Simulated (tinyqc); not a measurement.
Changing the active dopant density in the stored part N_2: dopants and charged point defects at anneal temperature: Fermi-level effect, clustering and pairing. Computed by tinyqc, a small Python program. Command: `OMP_NUM_THREADS=1 python tinyqc.py 3007962 3007963 out.jsonl pairing sweep`. One thread of a shared host (Intel(R) Xeon(R) Processor @ 2.30GHz), about 0.01 s of CPU time with the checks.

Boltzmann statistics and full ionisation of active dopants. Energies are counted from the valence band; the defect (a vacancy or self-interstitial) has five charge states, with all degeneracy factors one.

Inputs (values chosen for the exercise, with bands modelled on 4H-SiC):
```
quantity                            value    unit
site density N_s                  3.3e+22   cm^-3
pair binding energy E_b              0.49      eV
pair configurations Z                   6       -
storage temperature T_2               330       K
impurity diffusion prefactor D_0   0.0038  cm^2/s
impurity migration energy E_m        0.62      eV
dielectric constant eps              9.73       -
```

Dopant: donor. Second part: pairing with a mobile impurity.

Constants: k_B = 8.617333262e-05 eV/K; e^2/(4 pi eps_0) = 14.39964548 eV angstrom.

Method. An oppositely charged mobile impurity (density M) pairs with the dopant: pairs/free = Z (N_2/N_s) exp(E_b/k_B T_2) for M << N_2; capture radius R = e^2/(4 pi eps eps_0 k_B T_2); D_m = D_0 exp(-E_m/k_B T_2); association rate 4 pi R D_m N_2; dissociation rate = association rate/(pairs/free); tau = 1/(sum of both). Trapping slows long-range motion to D_m/(1 + pairs/free).

One run for each value; columns: (1) active dopant density in the stored part N_2 (cm^-3); (2) pairing time constant (s); (3) paired share; (4) effective diffusivity of the impurity (cm^2/s):
```
(1)             (2)     (3)        (4)
1.00e+14  4.217e+02  0.3562  8.315e-13
5.00e+14  1.739e+02  0.7345  3.429e-13
3.00e+15  3.722e+01  0.9432  7.339e-14
1.00e+16  1.163e+01  0.9822  2.293e-14
7.00e+16  1.687e+00  0.9974  3.326e-15
4.00e+17  2.959e-01  0.9995  5.833e-16
2.00e+18  5.919e-02  0.9999  1.167e-16
1.00e+19  1.184e-02  1.0000  2.334e-17
```

What does the table show, and why?

Over the rows, pairing time constant (s) falls from 422 to 0.0118 (exponent d ln y / d ln x -0.55 between the first rows and -1.00 between the last); paired share rises from 0.356 to 1.000; effective diffusivity of the impurity (cm^2/s) falls from 8.31e-13 to 2.33e-17 (exponent d ln y / d ln x -0.55 between the first rows and -1.00 between the last). At the high end the exponent of pairing time constant is -1.00, close to -1: association is diffusion-limited, rate 4 pi R D N_2.
